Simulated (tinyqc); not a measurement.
Worked calculation: dielectric confinement in a thin film (image charges). Values are carried at full precision from step to step, so a last printed digit may differ when a step is redone from the rounded ones.

A film |z| < t/2 of dielectric constant eps between half-spaces of dielectric constant e2; lam = (eps - e2)/(eps + e2), q = e^2/(4 pi eps0). The self-energy of a band edge is taken with the high-frequency value, e2 = eh, and the field of a fixed ion with the static one, e2 = eo. A charge at z has images lam^|n| at n t + (-1)^n z. Its self-energy is S(z) = (q/2 eps) sum over n >= 1 of lam^n [1/(n t - 2z) + 1/(n t + 2z)] for odd n and 2 lam^n/(n t) for even n; at the centre S(0) = -(q/(eps t)) ln(1 - lam).

Constants: e^2/(4 pi eps0) = 14.39964547 eV angstrom; hbar^2/2m0 = 3.80998211 eV angstrom^2; Ry = 13.60569312 eV.

Parameters, chosen for this exercise (near those of a Ge film between layers of Si3N4; shifted at random, so the results belong to these values and not to a real crystal): t = 18 angstrom (film thickness); eps = 16.3 (dielectric constant of the film); eh = 4.1 (high-frequency dielectric constant outside); mz = 0.123 m0 (mass across the film); eo = 7.1 (static dielectric constant outside); m = 0.155 m0 (mass in the plane).

## Images for a charge at the centre

Give lam, the first five terms (q/eps) lam^n/(n t), their sum and the closed form.

lam = 0.5980

terms (meV): [29.35, 8.78, 3.50, 1.57, 0.75]

sum of five = 43.95 meV
S(0) = 44.73 meV

The surroundings screen less than the film, so the images repel and each band edge moves outwards: the gap changes by about 2 S = +89 meV. The static value 7.1 would give S(0) = +24.5 meV.

## Self-energy across the film

S at 2z/t = 0, 0.2, 0.4, 0.6, 0.8 and 0.9, summed to n = 399.

Self-energy:
```
2z/t  z (angstrom)  S (meV)
0.0            0.0    44.73
0.2            1.8    45.97
0.4            3.6    50.39
0.6            5.4    61.40
0.8            7.2    97.20
0.9            8.1   170.23
```

Towards the wall S diverges as (q lam/4 eps)/(distance), an artefact of the abrupt interface that the vanishing envelope makes harmless.

## Shift of the subband edge

First order: <S> over the envelope (2/t) cos^2(pi z/t), beside the confinement energy c (pi/t)^2/mz, c = hbar^2/2m0.

<S> = 51.21 meV
confinement energy = 943.57 meV

|<S>| is 0.05 times the confinement energy; the first goes as 1/t and the second as 1/t^2, so they are equal at t = 332 angstrom.

## Binding of a donor

Donor at the centre, lam from the static eo, trial function cos(pi z/t) exp(-rho/l): E(l) = c/(m l^2) - (q/eps) times the integral over k of F(k t) (1 + (k l/2)^2)^(-3/2), with F(x) = F0 + 2 lam exp(-x) G/(1 - lam exp(-x)), F0 = 2[(1 - exp(-x/2))/x + x (1 + exp(-x/2))/(x^2 + 4 pi^2)], G = 2 sinh(x/2)[1/x - x/(x^2 + 4 pi^2)]; c = hbar^2/2m0. The binding energy is -E at the minimum, counted from the subband edge with its self-energy.

Minimise over l with and without images (lam = 0); Ry* = Ry m/eps^2.

Donor:
```
case         l (angstrom)  binding (meV)  in Ry*
no images            35.2           24.6    3.10
with images          28.4           55.5    6.99
```

Ry* = 7.94 meV

The images change the binding by +30.9 meV, against -2 (q/(eps t)) ln(1 - lam) = +49.0 meV for an orbit much smaller than t. At 300 K the binding is 2.1 kB T.

## Checks

- S(0) from the series against the closed form, meV: both 44.73.
- F(2.3) for lam = 0.5980 from a direct sum over images against the closed form: both 0.8685.

Program tinyqc; command `OMP_NUM_THREADS=1 python tinyqc.py 1251257 1251258 out.jsonl`; about 0.05 s on one thread of a shared Intel(R) Xeon(R) Processor @ 2.30GHz.
